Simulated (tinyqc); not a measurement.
Convergence with the basis: effective-mass impurity with a central-cell term, in a basis of Slater functions. Computed by tinyqc, a small Python program. Command: `OMP_NUM_THREADS=1 python tinyqc.py 3026413 3026414 out.jsonl centralcell walk`. One thread of a shared host (Intel(R) Xeon(R) Processor @ 2.30GHz), about 0.01 s of CPU time with the checks.

The envelope obeys H = -nabla^2 - (2/r) [Z + A exp(-kappa r)] in effective units, with kappa = a*/lambda; positive A deepens the well near the core.

Inputs (values chosen for the exercise, with mass and screening modelled on GaP):
```
quantity,value,unit
effective mass m,0.514,m_0
dielectric constant eps,10.8,-
charge Z of the core,2,-
central-cell strength A,1.9,-
central-cell range lambda,1.3,angstrom
smallest exponent zeta_1,0.55,1/a*
ratio beta of exponents,2.1,-
```

Impurity: donor, one isotropic band.

Constants: Ry = 13.605693123 eV; a_0 = 0.529177210903 angstrom.

Method:
- Units: Ry* = Ry m/eps^2 and a* = a_0 eps/m, with m in m_0.
- kappa = a*/lambda; the hydrogenic ground state is bound by Z^2 Ry*.
- For s functions exp(-zeta r), with s = zeta_i + zeta_j: S = 2/s^3, T = zeta_i zeta_j S, V = -2 Z/s^2, W = -2 A/(s + kappa)^2; each function is normalised by dividing by sqrt(S_ii S_jj).
- Large basis: zeta_i = 0.06 x 1.6^(i-1), i = 1..22, same formulas; for p functions r exp(-zeta r): S = 24/s^5, T = zeta_i zeta_j S (centrifugal term included), V = -12 Z/s^4, W = -12 A/(s + kappa)^4; overlap eigenvalues below 1e-11 are dropped.
- Binding energies are -E Ry*; the effective quantum number is nu = Z/sqrt(-E); |psi(0)|^2 is given relative to the hydrogenic Z^3/(pi a*^3).
- zeta_i = zeta_1 beta^(i-1), i = 1..n.
- The error is the lowest level above the large-basis value.

kappa = 8.55300 1/a*

Ry* = 59.9565 meV

1s binding energy = 306.244 meV

Error of the 1s level:
```
n,error (meV),largest exponent (1/a*)
1,1.9085e+02,0.550
2,7.8857e+01,1.155
3,4.5485e+00,2.425
4,3.9804e-01,5.094
5,8.9889e-03,10.696
6,6.6832e-03,22.463
7,5.8546e-03,47.171
8,5.5531e-03,99.060
```

What follows from these numbers?

The error falls from 191 to 0.00555 meV. It is still falling at n = 8. Caution: the effective Bohr radius is only a few bond lengths, so the envelope approximation is rough.

Extremes, crossings and ranges named in words are read from the listed rows.
